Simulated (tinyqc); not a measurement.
Effective-mass impurity with a central-cell term, in a basis of Slater functions: one step, computed by the program tinyqc. Command: `OMP_NUM_THREADS=1 python tinyqc.py 3015227 3015228 out.jsonl centralcell walk`. One thread of a shared host (Intel(R) Xeon(R) Processor @ 2.30GHz), about 0.01 s of CPU time with the checks.

The envelope obeys H = -nabla^2 - (2/r) [Z + A exp(-kappa r)] in effective units, with kappa = a*/lambda; positive A deepens the well near the core.

Problem. Matrices over the s basis. zeta_i = zeta_1 beta^(i-1), i = 1..n. For s functions exp(-zeta r), with s = zeta_i + zeta_j: S = 2/s^3, T = zeta_i zeta_j S, V = -2 Z/s^2, W = -2 A/(s + kappa)^2; each function is normalised by dividing by sqrt(S_ii S_jj).

Inputs (values chosen for the exercise, with mass and screening modelled on diamond):
```
quantity                  value  unit
charge Z of the core          1     -
central-cell strength A    0.23     -
basis size n                  4     -
smallest exponent zeta_1   0.46  1/a*
ratio beta of exponents     3.1     -
```

Impurity: donor, one isotropic band.

kappa = 3.243531 1/a*

Give: exponents; overlap S; kinetic T; Coulomb V; central cell W.

Solution.

exponents (1/a*): 0.46  1.426  4.4206  13.70386

overlap S:
```
       1      2      3      4
1  1.000  0.634  0.200  0.045
2  0.634  1.000  0.634  0.200
3  0.200  0.634  1.000  0.634
4  0.045  0.200  0.634  1.000
```

kinetic T (Ry*):
```
        1         2       3       4
1  0.2116    0.4156  0.4058  0.2809
2  0.4156  2.033476   3.994   3.899
3  0.4058     3.994   19.54   38.38
4  0.2809     3.899   38.38   187.8
```

Coulomb V (Ry*):
```
         1       2        3          4
1    -0.92  -1.195  -0.9739    -0.6311
2   -1.195  -2.852   -3.704     -3.019
3  -0.9739  -3.704  -8.8412     -11.48
4  -0.6311  -3.019   -11.48  -27.40772
```

central cell W (Ry*):
```
          1         2         3         4
1  -0.01033  -0.03715  -0.08084  -0.09611
2  -0.03715   -0.1436   -0.3524   -0.4709
3  -0.08084   -0.3524    -1.088    -1.900
4  -0.09611   -0.4709    -1.900    -5.040
```

Caution: the effective Bohr radius is only a few bond lengths, so the envelope approximation is rough.
